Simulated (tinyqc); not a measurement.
Inversion layer as a triangular well, valleys of the Si type, step by step. Values are carried at full precision from step to step, so a last printed digit may differ when a step is redone from the rounded ones.

Six ellipsoidal valleys with their long axes along the cube axes, mass ml along the axis and mt across it. For a valley whose axis makes the angle theta with the surface normal, 1/m_z = cos^2(theta)/ml + sin^2(theta)/mt sets the confinement; in the plane the masses are m_1 = mt and m_2 = ml mt/m_z, and m_d = sqrt(m_1 m_2).

Constants: e^2/(4 pi eps0) = 14.39964547 eV angstrom; hbar^2/2m0 = 3.80998211 eV angstrom^2; kB = 8.617333262e-05 eV/K.

Inputs chosen for the exercise (near those of Si; the results hold for these values, not for the real material):
```
symbol  value  unit         meaning
ml      0.908  m0           longitudinal mass
mt      0.191  m0           transverse mass
face    100                 surface
eps     11.5                dielectric constant
Ns      1.8    x 1e12/cm^2  electron sheet density
Nd      0.96   x 1e12/cm^2  depletion charge
eta     0.5                 share of Ns in the effective field
T       400    K            temperature
tox     17     angstrom     SiO2-equivalent oxide thickness
```

## Valley masses on the (100) face

Group the valleys by their angle to the normal, heaviest m_z first.

Valleys (masses in m0):
```
valleys g  cos^2(theta)     m_z     m_1     m_2     m_d
2                1.0000  0.9080  0.1910  0.1910  0.1910
4                0.0000  0.1910  0.1910  0.9080  0.4164
```

The 2 valleys with the heaviest m_z will give the lowest ladder of subbands.

## Effective field

The field is taken as constant, e F = 4 pi (e^2/4 pi eps0)(Nd + eta Ns)/eps, with 1e12/cm^2 = 1e-4/angstrom^2, and the oxide as a hard wall at z = 0; c = hbar^2/2m0.

Find e F, and F in MV/cm (1 MV/cm = 0.01 V/angstrom).

e F = 0.00292669 eV/angstrom
F = 0.2927 MV/cm

## Subband ladders

Level j of a valley lies at E_j = a_j (c (e F)^2/m_z)^(1/3) above the band edge at the surface, with the Airy zeros a_j = 2.338107, 4.087949, 5.520560, 6.786708, 7.944134, 9.022651, 10.040174, 11.008524, 11.936016, 12.828777, and has <z> = 2 E_j/(3 e F).

The ten lowest levels of all groups of valleys together, j = 0, 1, ..., c = hbar^2/2m0; primes mark the groups with lighter m_z.

Subbands:
```
label  valleys g  m_d (m0)  E (eV)  <z> (angstrom)
0              2    0.1910  0.0772           17.58
0'             4    0.4164  0.1297           29.55
1              2    0.1910  0.1349           30.73
2              2    0.1910  0.1822           41.50
3              2    0.1910  0.2240           51.02
1'             4    0.4164  0.2268           51.67
4              2    0.1910  0.2622           59.72
5              2    0.1910  0.2978           67.83
2'             4    0.4164  0.3063           69.78
6              2    0.1910  0.3313           75.48
```

The second subband is 0', 52.6 meV above the first.

## Fermi level and populations

Subband i holds n_i = g m_d/(2 pi c) kB T ln(1 + exp((EF - E_i)/kB T)) (spin included), and EF is fixed by sum n_i = Ns over the levels listed or, where none are listed, over j = 0 to 9 of each group; 1e12/cm^2 = 1e-4/angstrom^2.

Solve for EF; c = hbar^2/2m0. The mean distance is sum n_i <z>_i/Ns.

EF = 0.0118 eV

Populations:
```
label  (EF - E)/kB T  n (1e12/cm^2)  share (%)
0              -1.90          0.769       42.7
0'             -3.42          0.771       42.8
1              -3.57          0.152        8.5
2              -4.94          0.039        2.2
3              -6.16          0.012        0.6
1'             -6.24          0.047        2.6
4              -7.26          0.004        0.2
5              -8.30          0.001        0.1
2'             -8.55          0.005        0.3
6              -9.27          0.001        0.0
```

mean distance from the surface = 25.72 angstrom

The lowest subband holds 42.7 % of the electrons and is partly degenerate (EF within a few kB T of its edge). The fullest is 0', with 43 %, thanks to its larger g m_d.

## Effect on the gate capacitance

The charge sits at the mean distance <z> from the surface, which adds (3.9/eps) <z> to the oxide thickness; C/Cox = tox/(tox + 3.9 <z>/eps). The density-of-states term is left out.

added thickness = 8.72 angstrom
C/Cox = 0.661

## Checks

- Lowest level by finite differences against the Airy formula, eV: both 0.0772.

Program tinyqc; command `OMP_NUM_THREADS=1 python tinyqc.py 1281729 1281730 out.jsonl`; about 0.03 s on one thread of a shared Intel(R) Xeon(R) Processor @ 2.30GHz.
